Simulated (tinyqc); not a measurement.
Sp3 tight binding, zinc-blende lattice, step by step. One step of it, computed by the program tinyqc.

Problem. Bloch Hamiltonian at k. Slater-Koster rules over the four bonds with direction cosines (l, m, n): ss V_ss; s-px l V_sp; px-s -l V_sp; px-px l^2 V_pps + (1 - l^2) V_ppp; px-py l m (V_pps - V_ppp); each times exp(i k.d).

Parameters chosen for this model: zinc-blende lattice, anion at 0, cation at a/4 (1,1,1); V = eta hbar^2 / (m d^2), hbar^2/m = 7.619964 eV angstrom^2:
```
parameter          value      unit
a               4.060000  angstrom
d               1.758032  angstrom
Es anion      -15.250000        eV
Ep anion       -6.500000        eV
Es cation     -12.190000        eV
Ep cation      -4.900000        eV
eta ss         -1.320000
eta sp          1.420000
eta pp sigma    2.220000
eta pp pi      -0.630000
V ss           -3.254419        eV
V sp            3.500966        eV
V pp sigma      5.473342        eV
V pp pi        -1.553246        eV
```

k point k (2 pi / a): -0.230000  -0.340000  -0.630000

Give: H(k) at k.

Solution.

H(k) at k (eV), lower triangle (Hermitian):
```
                  a s             a px             a py             a pz
a s          -15.2500
a px           0.0000          -6.5000
a py           0.0000           0.0000          -6.5000
a pz           0.0000           0.0000           0.0000          -6.5000
c s   -5.7546+1.9577i   3.2178-1.3505i   2.0560-2.1137i   0.7987-5.4411i
c px  -3.2178+1.3505i   1.3951-0.4746i  -0.9255+6.3049i  -2.3824+2.4493i
c py  -2.0560+2.1137i  -0.9255+6.3049i   1.3951-0.4746i  -3.7287+1.5650i
c pz  -0.7987+5.4411i  -2.3824+2.4493i  -3.7287+1.5650i   1.3951-0.4746i

           c s     c px     c py     c pz
c s   -12.1900
c px    0.0000  -4.9000
c py    0.0000   0.0000  -4.9000
c pz    0.0000   0.0000   0.0000  -4.9000
```
